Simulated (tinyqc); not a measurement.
# From Bragg frequency f_B back to velocity v_2

Model: longitudinal sound in a periodic multilayer: transfer matrices, stop bands and folded phonons. Computed by tinyqc, a small Python program. Command: `OMP_NUM_THREADS=1 python tinyqc.py 3027059 3027060 out.jsonl multilayer inv`. One thread of a shared host (Intel(R) Xeon(R) Processor @ 2.30GHz), about 0.01 s of CPU time with the checks.

Layers 1 and 2 repeat with period d = d_1 + d_2; waves travel normal to the layers, without loss. State vector (u, s): displacement u and stress divided by omega. Impedances Z = rho v are in 1e6 kg/(m^2 s).

Inputs (values chosen for the exercise, modelled on silicon (layer 1), germanium (layer 2) and silica (substrate)):
```
quantity            value    unit
density rho_1        2.33  g/cm^3
velocity v_1         8370     m/s
thickness d_1         6.3      nm
density rho_2        5.27  g/cm^3
thickness d_2        3.67      nm
substrate density    2.24  g/cm^3
substrate velocity   6070     m/s
```

Method. Z = rho v; interface reflection r = (Z_2 - Z_1)/(Z_2 + Z_1) (stress amplitude, from 1 into 2); Bragg frequency f_B = 1/[2 (d_1/v_1 + d_2/v_2)]; long-wave velocity v_eff = d/sqrt[(d_1/v_1)^2 + (d_2/v_2)^2 + (Z_1/Z_2 + Z_2/Z_1)(d_1/v_1)(d_2/v_2)].

Task: A run gave the result below. Find the velocity v_2, known to lie between 2800 and 5600 m/s.

Bragg frequency f_B = 314.3492 GHz

Result:

Each step takes the trial c = (a f_b - b f_a)/(f_b - f_a), f being the result less the target and a, b, c the logarithms of the listed values; c replaces end b, the old b replaces a if the sign of f changed, and otherwise f_a is halved.

Scan of the range:
```
velocity v_2 (m/s)  Bragg frequency f_B (GHz)
2800                                  242.318
3140                                  260.216
3530                                  278.964
3960                                  297.715
4440                                  316.603
4990                                  335.986
5600                                  355.102
```

False position (Illinois rule, in the logarithm of the input) inside the bracket:
```
step    end a    end b    trial  Bragg frequency f_B (GHz)
1     3960.00  4440.00  4379.80                    314.341
2     4440.00  4379.80  4380.00                    314.349
3     4440.00  4380.00  4380.00                    314.349
4     4380.00  4380.00  4380.00                    314.349
```

Bragg frequency f_B rises at every point of a 13-point scan of the range (every second point is shown), so one value fits; it is bracketed by 3960 and 4440. Answer: velocity v_2 = 4380 m/s.

Caution: at these frequencies damping, strong in glasses, and rough interfaces, both left out here, can weaken the stop bands; layers only a few atoms thick are also beyond continuum acoustics.
